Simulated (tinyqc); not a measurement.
Inside a calculation. Method: Hubbard chain of 5 sites. Computed by tinyqc, a small Python program that keeps every step. Settings: hopping = 0.8, U = 10.7, mixing = 0.5, iteration cap = 71. Command: `OMP_NUM_THREADS=1 python tinyqc.py 28739 28740 out.jsonl` (the two numbers bound the seeds that draw the settings). One thread of a shared host (Intel(R) Xeon(R) Processor @ 2.60GHz), about 0.2 s of CPU time with the checks. Later iterations appear only in the table of the cycle.

## Mean-field iteration 1

one-body matrix (hopping and site energies) (eV), lower triangle:
```
,1,2,3,4,5
1,0.0000
2,-0.8000,0.0000
3,0.0000,-0.8000,0.0000
4,0.0000,0.0000,-0.8000,0.0000
5,0.0000,0.0000,0.0000,-0.8000,0.0000
```

U = 10.7000 eV

electrons, up and down: 4  4

mixing = 0.5000

n(up) at the start (a guess, not normalised): 1 1.0000, 2 0.3500, 3 1.0000, 4 0.3500, 5 1.0000

n(down) at the start (a guess): 1 0.3500, 2 1.0000, 3 0.3500, 4 1.0000, 5 0.3500

H(up) = T + U n(down), H(down) = T + U n(up); fill the lowest levels; n(new) = n + mixing (n(out) - n); E = tr T (rho up + rho down) + U sum n_up n_down of the output.

levels, up (eV): 3.4791  3.6542  3.7450  10.7908  10.9659

levels, down (eV): 3.4791  3.6542  10.7000  10.7908  10.9659

energy = 31.4407 eV

n(up) after iteration 1: 1 0.9970, 2 0.4339, 3 0.9882, 4 0.4339, 5 0.9970

n(down) after iteration 1: 1 0.5946, 2 0.9911, 3 0.3535, 4 0.9911, 5 0.5946

## Mean-field iteration 2

As before.

levels, up (eV): 3.5937  6.2167  6.2318  10.7508  10.9245

levels, down (eV): 4.3362  4.5381  10.6299  10.7727  10.9181

energy = 31.3520 eV

n(up) after iteration 2: 1 0.9912, 2 0.4802, 3 0.9822, 4 0.4802, 5 0.9912

n(down) after iteration 2: 1 0.6809, 2 0.9842, 3 0.4323, 4 0.9842, 5 0.6809

## Convergence

Each step fills the lowest levels of T + U n(other spin) and sets n(new) = n + mixing (n(out) - n); stop when output and input agree to 1e-8.

Course of the cycle:
```
iteration,E (eV),largest |n(out) - n(in)|,mean |n_up - n_down|
1,31.440710,4.89e-01,0.3716
2,31.351967,1.72e-01,0.3607
3,31.311796,9.36e-02,0.3485
4,31.290794,5.88e-02,0.3381
5,31.275884,4.98e-02,0.3297
6,31.256335,6.54e-02,0.3219
7,31.220195,1.06e-01,0.3127
8,31.154190,1.37e-01,0.2986
9,31.055647,1.42e-01,0.3252
10,30.949400,1.15e-01,0.3449
11,30.869402,8.10e-02,0.3528
...,...,...,...
61,30.033495,3.01e-03,0.3725
62,30.033441,2.85e-03,0.3721
63,30.033392,2.71e-03,0.3718
64,30.033347,2.57e-03,0.3715
65,30.033306,2.45e-03,0.3712
66,30.033268,2.33e-03,0.3709
67,30.033233,2.22e-03,0.3706
68,30.033200,2.12e-03,0.3703
69,30.033171,2.03e-03,0.3700
70,30.033143,1.94e-03,0.3698
71,30.033117,1.86e-03,0.3695
```

Not converged within 71 iterations: the residual falls steadily but slowly, by a factor of about 0.95 a step. The lowest mean-field energy found from random starts is 30.03274 eV. Reruns (cap 100 unless said): mixing 0.2: not converged; mixing 0.9: not converged; the original settings with a cap of 400: not converged.

## Exact diagonalisation (25 states)

Lowest levels of the sector, and the double occupancy of the lowest state.

lowest levels (eV): 29.8389  29.9144  30.6174  30.7144  31.1660  31.3000

double occupancy per site = 0.6013

## The lowest level by Lanczos steps

From a random start vector (not printed): a_j = <q_j|H|q_j>, b_j = norm of the remainder after orthogonalising; the Ritz value is the lowest eigenvalue of the tridiagonal matrix of a and b so far.

Lanczos:
```
j,a_j (eV),b_j (eV),lowest Ritz value (eV)
1,34.0360,4.7279,34.035995
2,39.6625,2.7892,31.347689
3,32.3335,1.3950,30.197384
4,34.0442,3.5129,29.984455
5,40.8817,2.8754,29.901875
6,32.6778,1.2073,29.856986
7,34.9404,4.5792,29.849064
8,40.1290,1.5438,29.842140
9,32.5649,1.0332,29.840837
10,33.8978,4.5224,29.840669
```
